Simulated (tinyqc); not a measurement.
Two-step dopant diffusion (predeposition and drive-in) with a constant diffusivity: one step, computed by the program tinyqc.

Fick diffusion into a half space x > 0 whose background doping C_B is of the opposite type, so that a junction lies where C = C_B.

Question. Diffusivities. D = D0 exp(-E/(k_B T)). Temperatures in kelvin are T(C) + 273.15. Times in seconds are 60 times the minutes.

Inputs (values chosen for the exercise, modelled on arsenic in silicon):
```
quantity                      value    unit
prefactor D0                   9.96  cm^2/s
activation energy E            4.03      eV
predeposition temperature T1   1000       C
predeposition time t1            60     min
drive-in temperature T2        1125       C
```

Constants: k_B = 8.617333262e-05 eV/K.

Give: D1; D2; product D1 t1.

Answer.

D1 = 1.110e-15 cm^2/s

D2 = 2.963e-14 cm^2/s

product D1 t1 = 3.997e-12 cm^2
